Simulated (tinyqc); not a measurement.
# Resistance of a tapered via with liner, size effect and interface: effects of single changes

A round via whose diameter grows from db at the bottom as D(z) = db + 2 z/tan(ang). The fill, of diameter D - 2 tl, starts above the bottom liner (thickness fb tl) and has rho = rho0 (1 + ks lam/(D - 2 tl)); the sidewall liner conducts in parallel with it. The bottom liner and the interface are crossed over the full area pi db^2/4. Spreading in the lines above and below is left out.

Inputs (values chosen for the exercise); fill metal close to ruthenium:
- db = 11 nm (diameter at the bottom)
- hv = 41 nm (height)
- ang = 85 degrees (sidewall angle)
- rho0 = 7.93 uohm cm (bulk resistivity of the fill)
- lam = 6.65 nm (mean free path of the fill)
- ks = 0.7 (size-effect factor)
- tl = 0.5 nm (liner on the sidewall)
- fb = 0.7 (liner at the bottom over that on the sidewall)
- rl = 310 uohm cm (resistivity of the liner)
- ri = 6.9e-12 ohm cm^2 (interface resistivity at the bottom)
- Sb = 1.5e15 S/m^2 (ballistic conductance per area, about 3/(4 rho0 lam))
- rho2 = 5.15 uohm cm (bulk resistivity of the second fill (close to tungsten))
- lam2 = 15.5 nm (its mean free path)
- tl2 = 3.4 nm (its liner)

Each table varies one quantity; the others keep the values above.

## Via resistance against the diameter at the bottom

Slices between z0 = fb tl and hv, evaluated at their midpoints: conductance per length pi/4 [(D - 2 tl)^2/rho + (D^2 - (D - 2 tl)^2)/rl], slice resistance = slice height over that. 2000 slices. R_fill = sum of the slices; R_bottom = rl fb tl/(pi db^2/4); R_interface = ri/(pi db^2/4); ballistic (Sharvin) limit 1/(Sb pi (db - 2 tl)^2/4); ideal cylinder rho0 hv/(pi db^2/4).

Via resistance against the diameter at the bottom:
```
db (nm)	R_fill (ohm)	R_bottom (ohm)	R_interface (ohm)	R (ohm)	ballistic limit (ohm)	R over ideal cylinder	largest part
6	108.5	38.37	24.40	171.3	33.95	1.490	fill
8.3	56.42	20.05	12.75	89.23	15.93	1.485	fill
11	32.28	11.42	7.261	50.96	8.488	1.489	fill
16	15.42	5.396	3.432	24.25	3.773	1.500	fill
22	8.231	2.854	1.815	12.90	1.925	1.508	fill
30	4.460	1.535	0.9762	6.971	1.009	1.516	fill
42	2.290	0.7831	0.4980	3.571	0.5050	1.522	fill
58	1.206	0.4107	0.2612	1.878	0.2613	1.526	fill
80	0.6360	0.2159	0.1373	0.9891	0.1360	1.529	fill
```

What does the table show?

R falls from 171 to 0.989 ohm. The fill is the largest part at db = 6 and in all other rows. R goes as db^(-2.01) between the first two rows and db^(-1.99) between the last two; area alone gives -2.

## Via resistance against the height

Same model as above.

2000 slices.

The same in every row: R_bottom (ohm) = 11.42; R_interface (ohm) = 7.261; ballistic limit (ohm) = 8.488.

Results:
```
hv (nm)	R_fill (ohm)	R (ohm)	R over ideal cylinder	largest part
6.6	8.038	26.72	4.851	bottom liner
9.6	11.29	29.97	3.741	bottom liner
14	15.50	34.18	2.926	fill
20	20.37	39.05	2.340	fill
29	26.27	44.95	1.857	fill
61	39.35	58.03	1.140	fill
88	45.59	64.27	0.8752	fill
```

Estimate the missing row, hv = 42 nm.

Computed row:
```
hv (nm)	R_fill (ohm)	R (ohm)	R over ideal cylinder	largest part
42	32.71	51.39	1.466	fill
```

With this row back in the table: R rises from 26.7 to 64.3 ohm. The bottom liner is the largest part at hv = 6.6, the fill from 14 on. The share of the two bottom terms goes from 69.9 to 29.1 %. For hv = 6.6, 9.6, 14 the ballistic limit exceeds half of R_fill, so the diffusive model understates R.

## Two fill metals against the diameter

2000 slices. R_fill = sum of the slices; R_bottom = rl fb tl/(pi db^2/4); R_interface = ri/(pi db^2/4). The second fill has rho2, lam2 and tl2 in place of rho0, lam and tl.

Two fill metals against the diameter:
```
db (nm)	R, first fill (ohm)	R, second fill (ohm)	ratio second/first
12	42.88	150.3	3.504
17	21.51	59.61	2.772
24	10.86	26.68	2.458
35	5.132	11.71	2.282
49	2.627	5.758	2.191
70	1.291	2.751	2.131
100	0.6337	1.326	2.093
```

The ratio goes from 3.50 to 2.09. The first fill gives the lower R in every row.

Numbers from tinyqc (`OMP_NUM_THREADS=1 python tinyqc.py 2750106 2750107 out.jsonl`; about 0.01 s on one thread of a shared Intel Xeon 2.30GHz).
